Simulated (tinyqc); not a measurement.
Tunnelling through a two-layer gate stack, WKB transmission and Tsu-Esaki current: two steps of the calculation.

Electrons leave the emitter at x = 0. Energies E (motion across the layers) are in eV from the emitter Fermi level; the collector Fermi level lies at -V and offers states at every E. No charge in the dielectric and no image force: F1 = V/(t1 + t2 eps1/eps2), F2 = F1 eps1/eps2; U = phi1 - F1 x in layer 1 and phi2 - F1 t1 - F2 (x - t1) in layer 2. With C = hbar^2/(2 m0), kappa = sqrt(m (U - E)/C) where U > E and 0 elsewhere; T(E) = exp(-S), S = 2 times the integral of kappa over x.

Values chosen for this exercise; layer 1 close to silicon dioxide, layer 2 close to hafnium oxide: barrier of layer 1 above the emitter Fermi level at zero bias phi1 = 3.24 eV; tunnelling mass of layer 1 m1 = 0.49 m0; thickness of layer 1 t1 = 0.6 nm; relative permittivity of layer 1 eps1 = 3.9; barrier of layer 2 at zero bias phi2 = 1.43 eV; tunnelling mass of layer 2 m2 = 0.19 m0; thickness of layer 2 t2 = 3.8 nm; relative permittivity of layer 2 eps2 = 21.4; voltage across the dielectric V = 0.4 V; energy of the electron followed E = 0.15 eV.

Constants: q = 1.602176634e-19 C, hbar = 1.054571817e-34 J s, m0 = 9.1093837015e-31 kg, hbar^2/(2 m0) = 0.0380998212 eV nm^2. Results are converted to the units shown.

Question 1. Fields and band edges. F1 = V/(t1 + t2 eps1/eps2), F2 = F1 eps1/eps2; U = phi1 - F1 x in layer 1 and phi2 - F1 t1 - F2 (x - t1) in layer 2. EOT = 3.9 (t1/eps1 + t2/eps2).

Give: F1; F2; U at the end of layer 1; U at the start of layer 2; U at the end of layer 2; EOT.

Answer 1.

F1 = 3.095 MV/cm
F2 = 0.5640 MV/cm
U at the end of layer 1 = 3.054 eV
U at the start of layer 2 = 1.244 eV
U at the end of layer 2 = 1.030 eV
EOT = 1.293 nm

Question 2. WKB exponent in closed form. Each layer adds (2/F) sqrt(m/C) [G(u at its left edge) - G(u at its right edge)] to S, with u = U - E (0 where negative) and G(u) = (2/3) u^1.5. The slope follows from 1/d = -dS/dE.

Give: S; T(E); energy d over which T(E) grows by a factor e.

Answer 2.

S = 24.304
T(E) = 2.7850e-11
energy d over which T(E) grows by a factor e = 0.10208 eV

The midpoint rule gives S = 24.305, so its T(E) is 0.035 % below this value. The band edge stays above E through the whole stack: direct tunnelling through a trapezoid.

tinyqc, about 0.03 s, one thread, Intel Xeon 2.30GHz (shared host): `OMP_NUM_THREADS=1 python tinyqc.py 2540042 2540043 out.jsonl`
